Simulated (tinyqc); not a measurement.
## Scattering mobility, thermal velocity and mass from two apparent mobilities

Problem. 1/mu_app = 1/mu_0 + 1/mu_B with the ballistic mobility mu_B = vT L/(2 Vt) and vT = sqrt(2 kB T/(pi m)) (non-degenerate carriers); the mean free path is 2 Vt mu_0/vT. Find mu_0, vT, m and the mean free path.

Values chosen for this exercise:

| symbol | value | unit | meaning |
|---|---|---|---|
| T | 273 | K | temperature |

Constants: q = 1.602176634e-19 C, kB = 1.380649e-23 J/K, m0 = 9.1093837015e-31 kg, Vt = kB T/q. Results are converted to the units shown.

apparent mobility at L = 40 and 100 nm (cm^2/(V s)): [215.61577, 259.39315]

Answer. 1/mu_app is linear in 1/L: the slope is 2 Vt/vT and the intercept 1/mu_0.

mu_0 = 300.0 cm^2/(V s)
vT = 9.017e6 cm/s
m = 0.3240 m0
mean free path = 15.65 nm

tinyqc, about 0.02 s, one thread, Intel Xeon 2.30GHz (shared host): `OMP_NUM_THREADS=1 python tinyqc.py 2380143 2380144 out.jsonl`
